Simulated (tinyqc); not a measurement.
Inside a calculation. Method: tight binding, dimerised chain. One step of it, computed by the program tinyqc.

Problem. Levels at k. Diagonalise the Hermitian matrix.

H(k) at k (eV):
```
,A,B
A,0.000000,-3.333254+0.282946i
B,-3.333254-0.282946i,0.000000
```

Give: eigenvalues; weights |c|^2 of the basis functions.

Solution.

eigenvalues (eV): -3.345  3.345

weights |c|^2 of the basis functions:
```
,band 1,band 2
A,0.500,0.500
B,0.500,0.500
```
